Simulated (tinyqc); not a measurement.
Critical temperature from a phonon spectrum: McMillan, Allen-Dynes and the linearised Eliashberg equation: one step, computed by the program tinyqc.

alpha^2 F(omega) = sum_i (lambda_i omega_i/2) delta(omega - omega_i), so that lambda = 2 int alpha^2 F/omega d omega = sum_i lambda_i.

Problem. The small kernel at the trial temperature. Linearised Eliashberg equation at omega_n = (2n + 1) pi k_B T, n = 0..N-1: lambda(j) = sum_i lambda_i omega_i^2/(omega_i^2 + (2 pi j k_B T)^2); K_mn = lambda(m - n) + lambda(m + n + 1) - 2 mu*(N) - delta_mn [2m + 1 + lambda(0) + 2 sum_(j=1..m) lambda(j)], with 1/mu*(N) = 1/mu* + ln(omega_rms/omega_N), omega_N = (2N + 1) pi k_B T. T_c is where the largest eigenvalue rho of K is zero.

Inputs (values chosen for the exercise, for a model metal):
```
quantity                                value  unit
peak energy omega_1                      34.9   meV
coupling lambda_1                       0.735     -
Coulomb pseudopotential mu*              0.15     -
trial temperature                        44.3     K
Matsubara points N in the small matrix      3     -
```

Peaks in alpha^2 F: one.

omega_rms = 34.9 meV

Constants: k_B = 8.617333262e-05 eV/K.

Give: lambda(j), j = 0, 1, ...; mu*(N); K.

Solution.

lambda(j), j = 0, 1, ...: 0.7350  0.4992  0.2544  0.1400  0.0859  0.0574

mu*(N) = 0.1727

K:
```
        1       2       3
1  -0.846   0.408   0.049
2   0.408  -4.204   0.240
3   0.049   0.240  -6.795
```
